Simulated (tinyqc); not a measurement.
Inside a calculation. Model: one anharmonic mode: perturbation theory, self-consistent phonons and exact levels. Computed by tinyqc, a small Python program that keeps every step. Command: `OMP_NUM_THREADS=1 python tinyqc.py 3025354 3025355 out.jsonl scp walk`. One thread of a shared host (Intel(R) Xeon(R) Processor @ 2.30GHz), about 0.03 s of CPU time with the checks. Intermediate numbers are printed to about 6 digits and carried at full precision; extremes and crossings named in words are read from the listed rows.

V(x) = k x^2/2 + b x^4 for one coordinate x of mass M. A constant K > 0 gives hbar Omega = sqrt((hbar^2/u) K/M) with K in eV/angstrom^2 and M in u.

Inputs (values chosen for the exercise, for a model mode):

| quantity | value | unit |
|---|---|---|
| mode mass M | 98.6 | u |
| harmonic constant k | -0.474 | eV/angstrom^2 |
| quartic constant b | 7.98 | eV/angstrom^4 |
| temperature T | 150 | K |
| mixing | 0.2 | - |
| basis size N of the small matrix | 5 | - |

Shape: double well.

Constants: hbar^2/u = 4.18015928e-03 eV angstrom^2; k_B = 8.617333262e-05 eV/K.

## Shape of the double well

Minima at x_0 = sqrt(-k/(4 b)), depth k^2/(16 b), curvature -2k there.

x_0 = 0.121859 angstrom

well depth = 1.75968 meV

harmonic quantum in a well = 6.33960 meV

depth / zero-point energy of a well = 0.555139

The zero-point energy exceeds the depth, so the ground state spreads over the barrier.

## Self-consistent cycle

Self-consistent phonon, centred at x = 0: K = k + 12 b <x^2>, <x^2> = (hbar Omega/(2K)) coth(hbar Omega/(2 k_B T)). Start at K = |k|; K(new) = K + mixing x (K_out - K), but at least K/20; stop when |K_out - K| < 1e-9 |k| or after 90 steps.

Iterations:

| step | K (eV/angstrom^2) | hbar Omega (meV) | K_out | K_out - K |
|---|---|---|---|---|
| 0 | 0.474000 | 4.48278 | 2.16350 | 1.68950e+00 |
| 1 | 0.811900 | 5.86691 | 1.07665 | 2.64748e-01 |
| 2 | 0.864850 | 6.05520 | 0.98330 | 1.18453e-01 |
| 3 | 0.888540 | 6.13757 | 0.94514 | 5.65997e-02 |
| 4 | 0.899860 | 6.17654 | 0.92761 | 2.77543e-02 |
| 5 | 0.905411 | 6.19556 | 0.91918 | 1.37697e-02 |
| 6 | 0.908165 | 6.20498 | 0.91503 | 6.86981e-03 |
| 7 | 0.909539 | 6.20967 | 0.91298 | 3.43679e-03 |
| 8 | 0.910226 | 6.21202 | 0.91195 | 1.72167e-03 |
| ... | ... | ... | ... | ... |
| 22 | 0.910917 | 6.21437 | 0.91092 | 1.09837e-07 |
| 23 | 0.910917 | 6.21437 | 0.91092 | 5.50977e-08 |
| 24 | 0.910917 | 6.21437 | 0.91092 | 2.76387e-08 |
| 25 | 0.910917 | 6.21437 | 0.91092 | 1.38645e-08 |
| 26 | 0.910917 | 6.21437 | 0.91092 | 6.95485e-09 |
| 27 | 0.910917 | 6.21437 | 0.91092 | 3.48878e-09 |
| 28 | 0.910917 | 6.21437 | 0.91092 | 1.75008e-09 |
| 29 | 0.910917 | 6.21437 | 0.91092 | 8.77896e-10 |
| 30 | 0.910917 | 6.21437 | 0.91092 | 4.40380e-10 |

converged (1 yes, 0 no) = 1

self-consistent K = 0.910917 eV/angstrom^2

Converged at step 30.

## Self-consistent results

Its free energy is F = k_B T ln[2 sinh(hbar Omega/(2 k_B T))] + (k - K)<x^2>/2 + 3 b <x^2>^2, an upper bound to the exact one.

self-consistent quantum = 6.21437 meV

self-consistent <x^2> = 0.0144624 angstrom^2

self-consistent free energy = -14.3497 meV

## Hamiltonian in a small basis

Basis: oscillator states n of the constant |k|, with x = s (a + a+), s^2 = hbar Omega/(2|k|); H = hbar Omega (n + 1/2) + (k - |k|) x^2/2 + b x^4, with exact matrix elements of x^2 and x^4.

H (meV), lower triangle (symmetric):
```
         1        2       3        4        5
1   0.5353
2   0.0000   2.6765
3  -1.6557   0.0000  6.9590
4   0.0000  -1.1195  0.0000  13.3826
5   0.8742   0.0000  0.8892   0.0000  21.9475
```

## Levels in the small basis

Diagonalise H.

levels (meV): 0.0822  2.5607  7.3313  13.4984  22.0283

## Exact levels and averages

Exact values use 120 basis states: F = -k_B T ln sum exp(-E_n/(k_B T)), and <x^2> is the Boltzmann mean.

lowest exact levels (meV): 0.0740  2.3494  7.0052  12.3641  18.5038  25.2575

E_1 - E_0 = 2.27537 meV

exact free energy = -15.6148 meV

exact <x^2> = 0.0185567 angstrom^2

The self-consistent free energy lies 1.265 meV above the exact one, and its <x^2> is -22.1 % off. The small basis misses E_0 by 0.00821 meV.

## Three descriptions against temperature

The classical <x^2> is int x^2 exp(-V/(k_B T)) dx / int exp(-V/(k_B T)) dx (2001 points over six exact widths each way).

Results:

| T (K) | hbar Omega, self-consistent (meV) | <x^2>, self-consistent | <x^2>, exact | F, self-consistent (meV) | F, exact (meV) | <x^2>, classical |
|---|---|---|---|---|---|---|
| 2.6 | 2.97378 | 0.00712818 | 0.00879229 | 0.270477 | 0.0739808 | 0.0143102 |
| 6.2 | 2.98755 | 0.00714840 | 0.00891050 | 0.268456 | 0.0664869 | 0.0133454 |
| 13 | 3.19141 | 0.00745867 | 0.00979611 | 0.197050 | -0.0661537 | 0.0124338 |
| 23 | 3.60609 | 0.00815299 | 0.0110614 | -0.138847 | -0.520329 | 0.0124319 |
| 42 | 4.25826 | 0.00941635 | 0.0127564 | -1.32786 | -1.89174 | 0.0133307 |
| 73 | 5.01722 | 0.0111504 | 0.0147893 | -4.23350 | -5.02779 | 0.0150193 |
| 120 | 5.81852 | 0.0132891 | 0.0172226 | -10.0382 | -11.1285 | 0.0173155 |
| 210 | 6.85458 | 0.0165233 | 0.0209088 | -23.9959 | -25.5941 | 0.0209383 |

The self-consistent quantum hardens from 2.97 to 6.85 meV, since a wider spread samples the steep quartic walls, and it is real at all T although k is negative. Its <x^2> misses by -18.9 % at the lowest T and -21.0 % at the highest; the excess in F runs from 0.196 to 1.598 meV. The classical value is 1.63 of the exact one at the lowest T and 1.001 at the highest.

Checks made by the program: dF/dK = 0 at the solution (relative difference below 1e-10).
